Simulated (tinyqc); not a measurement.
Koster-Slater impurity in an sp3s* host: sweeps and comparisons. A value that a table varies takes the place of the one given here.

sp3s* tight binding, nearest neighbours only: anion (a) at 0, cation (c) at a/4 (1,1,1), orbitals s, px, py, pz, s* on each; k in units of 2 pi/a. With phases e_j = exp(i (pi/2) k.n_j) for n = (1,1,1), (1,-1,-1), (-1,1,-1), (-1,-1,1): g0 = (e1+e2+e3+e4)/4, g1 = (e1+e2-e3-e4)/4, g2 = (e1-e2+e3-e4)/4, g3 = (e1-e2-e3+e4)/4. The diagonal holds the levels Esa, Epa, Exa (s*) and Esc, Epc, Exc. Anion-cation block: <sa|sc> = Vss g0; <sa|xc> = Vsapc g1; <xa|sc> = -Vscpa g1; <xa|xc> = Vxx g0; <xa|yc> = <ya|xc> = Vxy g3, <xa|zc> = <za|xc> = Vxy g2, <ya|zc> = <za|yc> = Vxy g1; <s*a|xc> = Vxapc g1; <xa|s*c> = -Vpaxc g1; y and z take g2 and g3 in place of g1; s-s* and s*-s* vanish.

A defect on an anion site (a) shifts the s level there by Vs or the three p levels by Vp and leaves the rest. A level in the gap solves 1/Vs = G_s(E) (symmetry A1) or 1/Vp = G_p(E) (T2, threefold), with G(E) = (1/N^3) sum over k and bands of w/(E - e), where w is the weight of the state on the s orbital of that site, or the mean weight on its px, py, pz. Mesh: k = f1 (-1,1,1) + f2 (1,-1,1) + f3 (1,1,-1), f = (j + 1/2)/N, j = 0 to N - 1. Energies from the top of the valence band at Gamma; the s* orbital of the site is left as it is. An infinite shift removes the s or p orbitals, the model of the ideal vacancy: G(E) = 0.

Values chosen for the exercise (out of a larger set: near a published set for SiC; not measured data): p = (-8.362, 2.142, -4.878, 4.347, 9.7, 9.383, -12.459, 3.041, 5.92, 9.46, 9.252, 8.73, 4.395) eV (order Esa, Epa, Esc, Epc, Exa, Exc, Vss, Vxx, Vxy, Vsapc, Vscpa, Vxapc, Vpaxc); N = 6 (mesh); V = -20.5 eV (shift of the s level).

## Level against strength of the defect

Eg (smallest gap of the host) = 2.33461 eV

A dash: no level in the gap from 0 to Eg. The last row is the ideal vacancy.

Levels (eV above the valence band):
```
shift (eV)     A1     T2
-40             -      -
-20         0.639      -
-12         1.195      -
-8          1.584      -
-5          1.925      -
-3          2.155      -
+3              -      -
+5              -  0.105
+8              -  0.580
+12             -  1.062
+20             -  1.579
+40             -  2.002
vacancy         -  2.316
```

A1: a level lies in the gap for the attractive shifts -3, -5, -8, -12 and -20 eV, and no repulsive one does; G has no zero in the gap, so there is no vacancy level there and a strong enough shift drives the level out through the far edge. T2: no attractive shift listed puts a level in the gap, but a level lies there for the repulsive +5, +8, +12, +20 and +40 eV; the vacancy level lies at 2.316 eV. A level passes the edges where the shift equals 1/G, a value that is sensitive to the mesh there: on this one 1/G(0) = -37.9 and 1/G(Eg) = -1.0 eV for s, 4.2 and -278.2 eV for p.

## Convergence with the mesh

The same level (G_s = 1/V) on meshes of growing size; a dash: no level from 0 to Eg.

Mesh:
```
N  points  G_s(Eg/2) (1/eV)  level (eV)
2       8          -0.08065      0.5945
3      27          -0.08112      0.6099
4      64          -0.08113      0.6113
6     216          -0.08113      0.6116
8     512          -0.08114      0.6116
```

Against N = 8, G at mid-gap is off by +0.00048 at N = 2 and 0.00000 1/eV at N = 6; the level moves by 0.0 meV from N = 6 to 8. Errors in G are magnified in the level by 1/|dG/dE|, and a level near a band edge needs the finest mesh, since the sum there is ruled by few points.

tinyqc: `OMP_NUM_THREADS=1 python tinyqc.py 1450073 1450074 out.jsonl`; about 0.04 s, one thread, shared Intel(R) Xeon(R) Processor @ 2.30GHz.
